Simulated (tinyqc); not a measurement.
Inside a calculation. Model: two-junction solar cell, detailed-balance limit.

tinyqc, about 0.01 s, one thread, Intel Xeon 2.30GHz (shared host): `OMP_NUM_THREADS=1 python tinyqc.py 2820102 2820103 out.jsonl` Printed values are rounded.

The top cell takes all photons above E1, the bottom cell those between E2 and E1. Each cell follows J = Jsc - J0 (exp(V/Vt) - 1) with J0 = q ge Phi(gap, T)/ERE; light emitted by one cell and absorbed by the other is left out. In series both carry one current; wired apart (four terminals) each works at its own maximum power point. Efficiencies are counted against Pin = fs X sigma Ts^4.

Values chosen for this exercise:
```
symbol,value,unit,meaning
T,300,K,cell temperature
Ts,4500,K,temperature of the black-body sun
fs,2.16e-5,,share of the hemisphere filled by the sun
X,100,,concentration
ERE,0.001,,external radiative efficiency
ge,2,,number of faces that emit
E2,0.82,eV,gap of the bottom cell
E1,1.12,eV,gap of the top cell
```

Constants: q = 1.602176634e-19 C, kB = 1.380649e-23 J/K, h = 6.62607015e-34 J s, c = 299792458 m/s, Vt = kB T/q. Results are converted to the units shown.

## Photocurrents and dark currents

Photon flux above E from a black body at temperature T into a hemisphere: Phi(E, T) = A sum_k exp(-k E/th)[E^2 th/k + 2 E th^2/k^2 + 2 th^3/k^3], k = 1, 2, ..., with th = kB T/q in eV and A = 2 pi q^3/(h^3 c^2). J1 = q fs X Phi(E1, Ts), J2 = q fs X [Phi(E2, Ts) - Phi(E1, Ts)], J01 and J02 as above; sigma = 2 pi^5 kB^4/(15 h^3 c^2).

J1 = 1827.286 mA/cm^2
J2 = 859.0071 mA/cm^2
J01 = 1.646047e-10 mA/cm^2
J02 = 9.834146e-6 mA/cm^2
Pin = 5022.449 mW/cm^2

The bottom cell limits the series current; the other has 110 % more.

## The series curve

| point | J (mA/cm^2) |
|---|---|
| 0 | 0 |
| 1 | 429.5 |
| 2 | 687.2 |
| 3 | 773.1 |
| 4 | 807.5 |
| 5 | 824.6 |
| 6 | 841.8 |
| 7 | 854.7 |

V1 = Vt ln((J1 - J)/J01 + 1), V2 = Vt ln((J2 - J)/J02 + 1), power J (V1 + V2).

| point | V1 (V) | V2 (V) | power (mW/cm^2) |
|---|---|---|---|
| 0 | 0.7765440 | 0.4727149 | 0 |
| 1 | 0.7696171 | 0.4547958 | 525.8854 |
| 2 | 0.7643488 | 0.4311085 | 821.5183 |
| 3 | 0.7623237 | 0.4131904 | 908.7900 |
| 4 | 0.7614661 | 0.3999659 | 937.8563 |
| 5 | 0.7610289 | 0.3895357 | 948.7556 |
| 6 | 0.7605816 | 0.3716219 | 953.0889 |
| 7 | 0.7602409 | 0.3358156 | 936.7996 |

Among these points the power is largest at J = 841.8 mA/cm^2.

## Maximum power, in series and apart

In series V(J) = Vt [ln((J1 - J)/J01 + 1) + ln((J2 - J)/J02 + 1)], and J V(J) is largest where V = J Vt [1/(J1 - J + J01) + 1/(J2 - J + J02)]. Apart, each cell has (1 + v) exp(v) = 1 + Jsc/J0 at its maximum power point, v = Vmp/Vt.

series Jmp = 839.5164 mA/cm^2
series Vmp = 1.135485 V
series efficiency = 18.97995 %
top cell alone = 24.22135 %
bottom cell behind it = 6.430609 %

Wired apart the cells give 30.65 %; the series connection loses 12 points of that.
